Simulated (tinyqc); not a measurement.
Tilting alike or in alternation: buckled dimers of a reconstructed (001) surface, two dangling bonds a dimer.

In a dimer one atom moves up by z and the other down by z; the dangling bond of the up atom (more s-like) falls by gm z and that of the down atom rises by gm z. With all dimers tilted alike: H(k) = [[-gm z - 2 ta cos k, -tp - 2 tx cos k], [., gm z - 2 ta cos k]], k along the row in 1/a. Two electrons a dimer fill the lowest N of the 2N levels on the mesh k_j = (j + 1/2) pi/N. Total energy a dimer: W(z) = (2/N) sum of the filled levels + kf z^2. Repulsion between electrons is left out.

Values chosen for the exercise (of the size met on Si(001); the results hold for these values, not for the real material):
- tp = 0.4 eV (pi coupling inside a dimer)
- ta = 0.12 eV (coupling between like atoms along the row)
- tx = 0.02 eV (diagonal coupling along the row)
- gm = 2.23 eV/angstrom (shift of a dangling bond with height)
- kf = 7.8 eV/angstrom^2 (force constant of buckling)
- N = 8 (k points)

Alternation doubles the cell: sites L1, R1, L2, R2 with levels -gm z, +gm z, +gm z, -gm z, -tp inside a dimer, -2 ta cos k between L1-L2 and R1-R2, -2 tx cos k between L1-R2 and R1-L2, on k_j = (j + 1/2) pi/(2N); the lowest half of the levels is filled. Energies a dimer; gaps on these meshes.

Two patterns:
```
z (angstrom)  W alike (eV)  W alternating (eV)  difference (meV)  gap alike (eV)  gap alternating (eV)
0.05               -0.8111             -0.8175              -6.3          0.3600                0.3919
0.10               -0.8383             -0.8552             -16.9          0.4459                0.5503
0.15               -0.8680             -0.8918             -23.8          0.5733                0.7426
0.20               -0.8869             -0.9138             -26.8          0.7288                0.9484
0.30               -0.8577             -0.8843             -26.6          1.0896                1.3763
0.40               -0.7078             -0.7316             -23.8          1.4857                1.8129
0.50               -0.4198             -0.4406             -20.9          1.8995                2.2529
```

What can be read from this table?

The lowest W listed is -0.8869 eV for like tilts and -0.9138 eV for alternation; the difference at equal z runs from -26.8 to -6.3 meV. With alternation ta joins filled up atoms to empty down atoms and gains energy in second order, about 2 ta^2/(gm z) a dimer at large z, while tx does so for like tilts; here ta = 0.12 and tx = 0.02 eV. At z = 0.3 the gap is 1.090 eV alike and 1.376 eV alternating.

Run: tinyqc, `OMP_NUM_THREADS=1 python tinyqc.py 1482280 1482281 out.jsonl`; Intel(R) Xeon(R) Processor @ 2.30GHz, one thread, shared host; about 0.06 s of CPU time with all checks.
